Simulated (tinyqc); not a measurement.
Comparisons within one model: thin (001) film in sp3s* tight binding with raised dangling bonds. A value that a table varies takes the place of the one given here.

Planes alternate anion (a), cation (c) along [001], a/4 apart, starting with an anion; zero in-plane momentum; levels counted from the bulk Ev, the lower root of [[Epa, Vxx], [Vxx, Epc]]; no spin-orbit coupling. Block of s, pz, s*: from an anion to the cation above, Vss/2 (s,s), Vsapc/2 (s,z), -Vscpa/2 (z,s), Vxx/2 (z,z), Vxapc/2 (s*,z), -Vpaxc/2 (z,s*); to the cation below the same with the s-z and s*-z signs reversed. Block of u = (px + py)/sqrt2 and v = (px - py)/sqrt2: to the cation above (Vxx + Vxy)/2 for u and (Vxx - Vxy)/2 for v, to the cation below the reverse. Each surface atom has two dangling sp3 hybrids; raising both by dl adds (dl/2) [[1, t], [t, 1]] to its s, pz levels (t = -1 at the bottom face, +1 at the top) and dl to the one of u, v in whose plane the missing bonds lie (v for a bottom anion or a top cation, u for a top anion).

Parameters, chosen for this exercise (near a published set for InAs, fitted to gaps, whose masses and valley positions are rough; not measured data): p = (-9.495, 0.909, -2.73, 3.718, 7.479, 6.703, -5.559, 1.833, 4.492, 3.017, 5.396, 3.363, 3.869) eV (order Esa, Epa, Esc, Epc, Exa, Exc, Vss, Vxx, Vxy, Vsapc, Vscpa, Vxapc, Vpaxc); Nw = 19 (planes in the thicker film); a = 6.052 angstrom (lattice constant); dp = 30 eV (value of dl for the passivated films); Ns = (7, 9, 13, 17, 27, 34, 52, 67) (numbers of planes).

## States in the gap of a film

edges (eV): Gamma 0.39043, Delta 2.29971

Levels between 0 and the lower bulk edge, the largest weight on the two outer planes of both faces among them, and the nearest levels outside, for several shifts dl.

Film of Nw planes:
```
dl (eV)  levels in the gap  at (eV)  surface weight  next above (eV)  next below (eV)
0                        1    0.076            0.23           0.9047          -0.0875
1                        1    0.197            0.25           1.0494          -0.0832
2                        1    0.337            0.27           1.1377          -0.0814
3                        0        -               -           0.4805          -0.0743
5                        1    0.153            0.26           0.7206          -0.0793
10                       0        -               -           0.3930          -0.0782
30                       0        -               -           0.5381          -0.0774
100                      0        -               -           0.5798          -0.0770
```

Can the levels of the bare film be read as confined subbands?

No: with bare surfaces (dl = 0) 1 level lies in the bulk gap, with up to 23 % of the weight on the four outer planes, two a face, where an even spread gives 21 %: a state drawn out of a band edge by the surface, no confined subband, which would lie outside the bulk gap. The reruns show the bulk gap clear from dl = 10 eV on, and at dl = 30 eV the next level above lies -41.7 meV from its value at 100 eV. At dl = 3, 10 and 30 eV the next level above is more than 20 meV from its value at 100 eV, so the surface still acts on it. It is also clear at dl = 3 eV, between two surface states passing through.

## Gap against thickness

Passivated films (finite dp, so levels can still be some meV from their limit), thickness N a/4. Highest level below mid-gap (either block) and the two lowest above it. The exponents are -d ln(shift)/d ln N between the sixth and the last film, for the valence level and for the lowest conduction level.

Levels (eV):
```
N   thickness (angstrom)      Ev1     Ec1     Ec2     gap
7                  10.59  -0.3904  0.8174  2.1589  1.2078
9                  13.62  -0.2673  0.7184  1.8866  0.9856
13                 19.67  -0.1480  0.6125  1.4833  0.7606
17                 25.72  -0.0939  0.5570  1.2301  0.6509
27                 40.85  -0.0412  0.4908  0.8977  0.5321
34                 51.44  -0.0255  0.4835  0.7966  0.5089
52                 78.68  -0.0117  0.4464  0.6311  0.4580
67                101.37  -0.0075  0.4251  0.5517  0.4326
```

exponents: valence 1.81, conduction 1.45

How do the results move?

The gap is 1.208 eV at 10.6 angstrom and 0.433 eV at 101.4, against 0.390 eV in the bulk along this line. At 17 planes the conduction side gives 167 meV of the widening and the valence side 94 meV. A hard-walled parabolic band has exponent 2; departures come from the offset between N a/4 and the effective width, from non-parabolicity and from the termination (odd and even N end differently: in the direction of the bond rows at the two faces and, in a compound, in the kind of atom), which also makes single steps in N uneven. Ec1 is the Gamma subband.

## What each change does

A film of Nw planes with shift dp: highest level below mid-gap (half the lower bulk edge) and the two lowest above. Each row changes one parameter from the base and keeps the others.

Results:
```
case        Ev1 (eV)  Ec1 (eV)  Ec2 (eV)
base         -0.0774    0.5381    1.1382
Nw = 23      -0.0551    0.5103    0.9984
dp = 15 eV   -0.0778    0.4699    1.0674
```

What can be read from the table?

The largest shifts from the base row, up to three for each result and ties (the steps differ in size, so this ranks the rows, not the parameters). Ev1 (eV): Nw +0.0223, dp -0.0004. Ec1 (eV): dp -0.0683, Nw -0.0278. Ec2 (eV): Nw -0.1398, dp -0.0708. An odd change of Nw also changes which atoms end the film, so levels need not move as thickness alone would move them; the row for dp shows how far the passivation is from converged.

Computed by tinyqc, a small Python program: `OMP_NUM_THREADS=1 python tinyqc.py 1452002 1452003 out.jsonl` (the numbers bound the seed that draws the inputs); one thread of a shared host (Intel(R) Xeon(R) Processor @ 2.30GHz), about 0.4 s for the whole set of steps.
